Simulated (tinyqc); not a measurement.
Octagonal on-chip spiral inductor, lumped pi model: one step of the calculation.

Outer diameter do = di + 2 n wd + 2 (n - 1) sp, mean da = (do + di)/2, fill p = (do - di)/(do + di), length l = 3.314 n da. L = 2.25 mu0 n^2 da/(1 + 3.55 p), mu0 = 4 pi 1e-7 H/m. Rs = rho l/(wd delta (1 - exp(-th/delta))), delta = sqrt(rho/(pi f mu0)). Cs = n wd^2 eps0 eo/hu across the coil. At each end Cox = l wd eps0 eo/(2 ho) leads to the substrate branch Rsi = 2 rs he/(l wd) in parallel with Csi = l wd eps0 11.7/(2 he). With one end grounded Y = 1/(Rs + i w L) + i w Cs + 1/[1/(i w Cox) + 1/(1/Rsi + i w Csi)], w = 2 pi f; Q = -Im Y/Re Y. Eddy currents in neighbouring turns and in the substrate are left out.

Task. Admittance, quality factor and apparent inductance. Series branch 1/(Rs + i w L), substrate branch, total Y, Q = -Im Y/Re Y, apparent inductance Im(1/Y)/w, metal-only value w L/Rs, share of the loss in the substrate Re(substrate branch)/Re Y.

Values chosen for this exercise: frequency f = 1.8 GHz.

L = 0.73937855 nH
Rs = 1.1981188 ohm
Cs = 7.2604340 fF
Cox = 14.264782 fF
Rsi = 2908.4352 ohm
Csi = 3.5618465 fF

Wanted: series branch; substrate branch; Y; Q; apparent inductance; w L/Rs; share of the loss in the substrate.

Result.

series branch = 16.8-117.2i mS
substrate branch = 0.0563+0.1283i mS
Y = 16.8-117.0i mS
Q = 6.944
apparent inductance = 0.7406 nH
w L/Rs = 6.979
share of the loss in the substrate = 0.3344 %

Q is 99.5 % of the metal-only value.

Program tinyqc, `OMP_NUM_THREADS=1 python tinyqc.py 2302029 2302030 out.jsonl`; Intel Xeon 2.30GHz, shared host, one thread, about 0.01 s.
